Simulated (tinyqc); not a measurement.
Valence-band offset from core levels (Kraut method), with the dipole against the affinity rule: two steps of the calculation.

Binding energies are counted downwards from the Fermi level. dEv > 0 means that the valence edge of B lies below that of A, dEc > 0 that the conduction edge of B lies above that of A; dEc + dEv = EgB - EgA. The spectra are made-up values treated as data.

Inputs (values chosen for the exercise); gaps and affinities close to those of gallium nitride (A) and titanium oxide (B): gap of the substrate A EgA = 3.41 eV; gap of the overlayer B EgB = 3.09 eV; electron affinity of A chiA = 4.08 eV; electron affinity of B chiB = 3.84 eV; core level of bare A cA = 30.3 eV; core level of thick B cB = 92.65 eV; valence-band maximum of thick B vB = 3.53 eV; relative permittivity inside the dipole layer ei = 5.5; thickness of the dipole layer dd = 0.15 nm; core level of A under a thin film of B iA = 30.03 eV; core level of B in that thin film iB = 89.12 eV.

Constants: q = 1.602176634e-19 C, eps0 = 8.8541878128e-14 F/cm where lengths are in cm. Results are converted to the units shown.

Problem 1. Offsets. dEv = (iB - iA) - (cB - vB) + (cA - vA), dEc = EgB - EgA - dEv.

vA = 0.74542519 eV

Wanted: cA - vA; cB - vB; iB - iA; dEv; dEc.

Solution 1.

cA - vA = 29.555 eV
cB - vB = 89.120 eV
iB - iA = 59.090 eV
dEv = -0.47543 eV
dEc = 0.15543 eV

The alignment is type II (staggered). The valence-band offset is below the 1 eV usually asked of a gate dielectric. A rigid shift of all levels, by charging or doping, cancels in the differences.

Problem 2. Interface dipole. The affinity rule gives dEc(0) = chiA - chiB; the dipole step is D = dEc - dEc(0), and two sheets of opposite charge dd apart hold N = eps0 ei |D|/(q dd).

dEc = 0.15542519 eV

Give: dEc(0); D; N; field in the dipole layer.

Solution 2.

dEc(0) = 0.24000 eV
D = -0.084575 eV
N = 1.7138e13 cm^-2
field in the dipole layer = 5.6383 MV/cm

N is 0.024 elementary charges for each of about 7e14 surface atoms per cm^2.

Numbers from tinyqc (`OMP_NUM_THREADS=1 python tinyqc.py 2410117 2410118 out.jsonl`; about 0.01 s on one thread of a shared Intel Xeon 2.30GHz).
